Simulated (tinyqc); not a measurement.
Crystallisation kinetics and data retention of a phase-change cell: two steps of the calculation.

Johnson-Mehl-Avrami-Kolmogorov law X = 1 - exp(-y^n), y = integral of k dt, k = (1/100 s) exp[-(Ec q/kB)(1/T - 1/T1)].

Values chosen for this exercise; values of the order of Ge-Sb-Te and related chalcogenides:
- Ec = 2.16 eV (activation energy of crystallisation)
- T1 = 463 K (temperature at which the rate k is 1/(100 s))
- n = 2.5 (Avrami exponent)
- Xf = 0.3 (crystalline share at which the state is lost)
- T = 345 K (storage temperature)
- b = 5 K/min (heating rate)
- Ta = 427 K (start of the ramp table)
- dT = 6 K (step of the table)
- m = 10 (steps)

Constants: q = 1.602176634e-19 C, kB = 1.380649e-23 J/K. Results are converted to the units shown.

Task 1. Retention. At fixed T the state fails at t = (-ln(1 - Xf))^(1/n)/k; ten years are 3.15576e8 s.

Find: k; y at failure; time to fail; the same in years; temperature for ten years.

Result 1.

k = 9.085e-11 1/s
y at failure = 0.6621
time to fail = 7.288e9 s
the same in years = 230.9
temperature for ten years = 360.6 K

The cell meets ten years at 345 K.

Task 2. A heating ramp. T rises at the rate b. Start with y = k (kB Ta^2/(q Ec))/b, the integral from cold to Ta to leading order; over each step k is taken as exponential in T, so y gains (dT/b)(k2 - k1)/ln(k2/k1). dX/dt = n y^(n - 1) k exp(-y^n), listed as 0 once y^n exceeds 23.

Find: T; k; y; X; dX/dt.

Result 2.

| point | T (K) | k (1/s) | y | X | dX/dt (1/s) |
|---|---|---|---|---|---|
| 0 | 427 | 1.0417e-4 | 0.0090929 | 7.8842e-6 | 2.2581e-7 |
| 1 | 433 | 2.3497e-4 | 0.020671 | 6.1428e-5 | 1.7456e-6 |
| 2 | 439 | 5.1835e-4 | 0.046459 | 4.6512e-4 | 1.2971e-5 |
| 3 | 445 | 0.0011193 | 0.10267 | 0.0033716 | 9.1745e-5 |
| 4 | 451 | 0.0023682 | 0.22265 | 0.023121 | 6.0763e-4 |
| 5 | 457 | 0.0049126 | 0.47372 | 0.14312 | 0.0034313 |
| 6 | 463 | 0.010000 | 0.98906 | 0.62200 | 0.0092952 |
| 7 | 469 | 0.019989 | 2.0275 | 0.99713 | 4.1416e-4 |
| 8 | 475 | 0.039263 | 4.0831 | 1.0000 | 0 |
| 9 | 481 | 0.075833 | 8.0831 | 1.0000 | 0 |
| 10 | 487 | 0.14411 | 15.740 | 1.0000 | 0 |

Range of the model: One Arrhenius rate is assumed; incubation, growth from the boundary and the non-Arrhenius kinetics of the supercooled liquid are left out.

Computed by the program tinyqc: `OMP_NUM_THREADS=1 python tinyqc.py 2490024 2490025 out.jsonl`, one thread of a shared Intel Xeon 2.30GHz, about 0.02 s for the whole run.
